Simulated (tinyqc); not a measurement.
States in the gap of a film: thin (001) film in sp3s* tight binding with raised dangling bonds.

Planes alternate anion (a), cation (c) along [001], a/4 apart, starting with an anion; zero in-plane momentum; levels counted from the bulk Ev, the lower root of [[Epa, Vxx], [Vxx, Epc]]; no spin-orbit coupling. Block of s, pz, s*: from an anion to the cation above, Vss/2 (s,s), Vsapc/2 (s,z), -Vscpa/2 (z,s), Vxx/2 (z,z), Vxapc/2 (s*,z), -Vpaxc/2 (z,s*); to the cation below the same with the s-z and s*-z signs reversed. Block of u = (px + py)/sqrt2 and v = (px - py)/sqrt2: to the cation above (Vxx + Vxy)/2 for u and (Vxx - Vxy)/2 for v, to the cation below the reverse. Each surface atom has two dangling sp3 hybrids; raising both by dl adds (dl/2) [[1, t], [t, 1]] to its s, pz levels (t = -1 at the bottom face, +1 at the top) and dl to the one of u, v in whose plane the missing bonds lie (v for a bottom anion or a top cation, u for a top anion).

Values chosen for the exercise (out of a larger set: near a published set for SiC, fitted to gaps, whose masses and valley positions are rough; not measured data): p = (-8.389, 2.109, -4.879, 4.362, 9.636, 9.367, -12.453, 3.027, 5.898, 9.417, 9.272, 8.777, 4.403) eV (order Esa, Epa, Esc, Epc, Exa, Exc, Vss, Vxx, Vxy, Vsapc, Vscpa, Vxapc, Vpaxc); Nw = 26 (planes in the thicker film).

edges (eV): Gamma 5.93638, Delta 2.24976

Levels between 0 and the lower bulk edge, the largest weight on the two outer planes of both faces among them, and the nearest levels outside, for several shifts dl.

Film of Nw planes:
```
dl (eV)  levels in the gap              at (eV)  surface weight  next above (eV)  next below (eV)
0                        3  0.320, 1.222, 2.103            0.90           2.2766          -0.0463
1                        2         0.748, 1.702            0.79           2.2777          -0.0463
2                        2         1.263, 2.137            0.79           2.2827          -0.0463
3                        1                1.812            0.81           2.2705          -0.0463
5                        0                    -               -           2.2719          -0.0463
10                       0                    -               -           2.2741          -0.0463
30                       0                    -               -           2.2746          -0.0463
100                      0                    -               -           2.2748          -0.0463
```

Can the levels of the bare film be read as confined subbands?

No: with bare surfaces (dl = 0) 3 levels lie in the bulk gap, with up to 90 % of the weight on the four outer planes, two a face, where an even spread gives 15 %; these are dangling-bond states, not subbands. The reruns show the bulk gap clear from dl = 5 eV on, and at dl = 30 eV the next level above lies -0.1 meV from its value at 100 eV.

Run: tinyqc, `OMP_NUM_THREADS=1 python tinyqc.py 1482366 1482367 out.jsonl`; Intel(R) Xeon(R) Processor @ 2.30GHz, one thread, shared host; about 0.3 s of CPU time with all checks.
